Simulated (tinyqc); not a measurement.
Inside a calculation. Model: one anharmonic mode: perturbation theory, self-consistent phonons and exact levels. Computed by tinyqc, a small Python program that keeps every step. Command: `OMP_NUM_THREADS=1 python tinyqc.py 3003551 3003552 out.jsonl scp walk`. One thread of a shared host (Intel(R) Xeon(R) Processor @ 2.30GHz), about 0.02 s of CPU time with the checks. Intermediate numbers are printed to about 7 digits and carried at full precision; extremes and crossings named in words are read from the listed rows.

V(x) = k x^2/2 + b x^4 for one coordinate x of mass M. A constant K > 0 gives hbar Omega = sqrt((hbar^2/u) K/M) with K in eV/angstrom^2 and M in u.

Inputs (values chosen for the exercise, for a model mode): mode mass M = 26.1 u; harmonic constant k = 3.66 eV/angstrom^2; quartic constant b = 6.74 eV/angstrom^4; temperature T = 72 K; mixing = 0.4; basis size N of the small matrix = 6.

Shape: single well.

Constants: hbar^2/u = 4.18015928e-03 eV angstrom^2; k_B = 8.617333262e-05 eV/K.

## Harmonic values and first-order shift

<x^2> = (hbar Omega/(2K)) coth(hbar Omega/(2 k_B T)) at K = k; first order in b shifts the quantum by 6 b <x^2> hbar Omega/k.

harmonic quantum = 24.21122 meV

harmonic <x^2> = 0.003443904 angstrom^2

first-order shift = 0.9212930 meV

## Self-consistent cycle

Self-consistent phonon, centred at x = 0: K = k + 12 b <x^2>, <x^2> = (hbar Omega/(2K)) coth(hbar Omega/(2 k_B T)). Start at K = |k|; K(new) = K + mixing x (K_out - K), but at least K/20; stop when |K_out - K| < 1e-9 |k| or after 90 steps.

Iterations:
```
step  K (eV/angstrom^2)  hbar Omega (meV)     K_out     K_out - K
0              3.660000          24.21122  3.938543  2.785429e-01
1              3.771417          24.57698  3.933764  1.623464e-01
2              3.836356          24.78766  3.931092  9.473594e-02
3              3.874250          24.90979  3.929569  5.531899e-02
4              3.896378          24.98082  3.928692  3.231440e-02
5              3.909303          25.02222  3.928184  1.888040e-02
6              3.916856          25.04638  3.927888  1.103266e-02
7              3.921269          25.06048  3.927716  6.447337e-03
8              3.923848          25.06872  3.927616  3.767895e-03
...                 ...               ...       ...           ...
26             3.927474          25.08031  3.927474  2.384808e-07
27             3.927474          25.08031  3.927474  1.393790e-07
28             3.927474          25.08031  3.927474  8.145942e-08
29             3.927474          25.08031  3.927474  4.760858e-08
30             3.927474          25.08031  3.927474  2.782461e-08
31             3.927474          25.08031  3.927474  1.626197e-08
32             3.927474          25.08031  3.927474  9.504231e-09
33             3.927474          25.08031  3.927474  5.554704e-09
34             3.927474          25.08031  3.927474  3.246421e-09
```

converged (1 yes, 0 no) = 1

self-consistent K = 3.927474 eV/angstrom^2

Converged at step 34.

## Self-consistent results

Its free energy is F = k_B T ln[2 sinh(hbar Omega/(2 k_B T))] + (k - K)<x^2>/2 + 3 b <x^2>^2, an upper bound to the exact one.

self-consistent quantum = 25.08031 meV

self-consistent <x^2> = 0.003307052 angstrom^2

self-consistent free energy = 12.20911 meV

## Hamiltonian in a small basis

Basis: oscillator states n of the constant |k|, with x = s (a + a+), s^2 = hbar Omega/(2|k|); H = hbar Omega (n + 1/2) + (k - |k|) x^2/2 + b x^4, with exact matrix elements of x^2 and x^4.

H (meV):
$$\begin{pmatrix}
12.3268 & 0.0000 & 0.6257 & 0.0000 & 0.3612 & 0.0000 \\
0.0000 & 37.4229 & 0.0000 & 1.8061 & 0.0000 & 0.8077 \\
0.6257 & 0.0000 & 63.4037 & 0.0000 & 3.5759 & 0.0000 \\
0.0000 & 1.8061 & 0.0000 & 90.2694 & 0.0000 & 5.9355 \\
0.3612 & 0.0000 & 3.5759 & 0.0000 & 118.0198 & 0.0000 \\
0.0000 & 0.8077 & 0.0000 & 5.9355 & 0.0000 & 146.6551
\end{pmatrix}$$

## Levels in the small basis

Diagonalise H.

levels (meV): [12.3182, 37.3578, 63.1777, 89.7074, 118.2545, 147.2821]

## Exact levels and averages

Exact values use 120 basis states: F = -k_B T ln sum exp(-E_n/(k_B T)), and <x^2> is the Boltzmann mean.

lowest exact levels (meV): [12.3182, 37.3577, 63.1711, 89.6995, 116.8945, 144.7154]

E_1 - E_0 = 25.03953 meV

exact free energy = 12.20779 meV

exact <x^2> = 0.003308905 angstrom^2

The self-consistent free energy lies 0.001 meV above the exact one, and its <x^2> is -0.1 % off. The small basis misses E_0 by 1.18e-05 meV.

## Three descriptions against temperature

The classical <x^2> is int x^2 exp(-V/(k_B T)) dx / int exp(-V/(k_B T)) dx (2001 points over six exact widths each way).

Results; columns: (1) T (K); (2) hbar Omega, self-consistent (meV); (3) <x^2>, self-consistent; (4) <x^2>, exact; (5) F, self-consistent (meV); (6) F, exact (meV); (7) <x^2>, classical:
```
(1)        (2)          (3)          (4)        (5)        (6)           (7)
14    25.05176  0.003196569  0.003197877   12.31927   12.31818  3.272690e-04
34    25.05207  0.003197767  0.003199082   12.31870   12.31762  7.869796e-04
70    25.07716  0.003294874  0.003296667   12.22392   12.22262   0.001593193
130   25.23767  0.003918314  0.003923898   11.06444   11.06112   0.002883393
220   25.59450  0.005318560  0.005338274   6.536702   6.524876   0.004713665
390   26.30644  0.008171090  0.008243757  -8.728172  -8.776786   0.007902817
670   27.36922   0.01257486   0.01279157  -45.75571  -45.92408    0.01260487
1100  28.74142   0.01851873   0.01903817  -119.6882  -120.1650    0.01893273
```

The self-consistent quantum hardens from 25.05 to 28.74 meV, since a wider spread samples the steep quartic walls. Its <x^2> misses by 0.0 % at the lowest T and -2.7 % at the highest; the excess in F runs from 0.001 to 0.477 meV. The classical value is 0.10 of the exact one at the lowest T and 0.994 at the highest.

Checks made by the program: dF/dK = 0 at the solution (relative difference below 1e-10).
